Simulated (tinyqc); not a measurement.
Inside a calculation: hydrogenic donor in a hard-walled well (variational). Values are carried at full precision from step to step, so a last printed digit may differ when a step is redone from the rounded ones.

Constants: Ry = 13.60569312 eV; a0 (Bohr radius) = 0.5291772105 angstrom; hbar^2/2m0 = 3.80998211 eV angstrom^2; e^2/(4 pi eps0) = 14.39964547 eV angstrom.

Inputs chosen for the exercise (near those of InGaAs; not measured data): m = 0.042 m0 (mass); eps = 14.3 (dielectric constant); L = 583 angstrom (well width); zi = 0 angstrom (position of the donor from the centre); lam = 133 angstrom (trial length); lams = (102, 129, 157, 185, 222, 268, 332) angstrom (trial lengths).

## Bulk donor

Ry* = Ry m/eps^2, a* = a0 eps/m, and the subband energy c (pi/L)^2/m with c = hbar^2/2m0.

Ry* = 2.794 meV
a* = 180.17 angstrom
subband energy = 2.63 meV

## One trial length

Trial function cos(pi z/L) exp(-r/lam), r measured from the donor at zi, walls at +/- L/2, one eps everywhere. Counted from the lowest subband, E(lam) = c/(m lam^2) - (q/eps) I0/I1, with I0 the integral of cos^2(pi z/L) exp(-2|z - zi|/lam) over the well and I1 the same with the factor (|z - zi| + lam/2); c = hbar^2/2m0, q = e^2/(4 pi eps0). The binding energy is -E at the minimum.

Evaluate I0, I1 and both terms.

I0 = 110.152 angstrom
I1 = 12560.5 angstrom^2
kinetic term = 5.128 meV
Coulomb term = -8.831 meV
E = -3.703 meV

## Scan and minimum

E for each trial length, then the minimum.

Scan:
```
lam (angstrom)  kinetic (meV)  Coulomb (meV)  E (meV)
102                     8.719        -10.998   -2.279
129                     5.451         -9.053   -3.601
157                     3.680         -7.731   -4.051
185                     2.651         -6.794   -4.143
222                     1.841         -5.895   -4.054
268                     1.263         -5.095   -3.832
332                     0.823         -4.313   -3.490
```

best lam = 184.6 angstrom
binding energy = 4.14 meV
in Ry* = 1.483

At L = 3.24 a* this donor is bound more strongly than in the bulk.

## Checks

- Binding at the centre of a very wide well (200 a*) against Ry*, meV: 2.80 against 2.79.
- Binding in a very thin well (a*/2000) against 4 Ry*, meV: both 11.2.

Run: tinyqc, `OMP_NUM_THREADS=1 python tinyqc.py 1280531 1280532 out.jsonl`; Intel(R) Xeon(R) Processor @ 2.30GHz, one thread, shared host; about 0.01 s of CPU time with all checks.
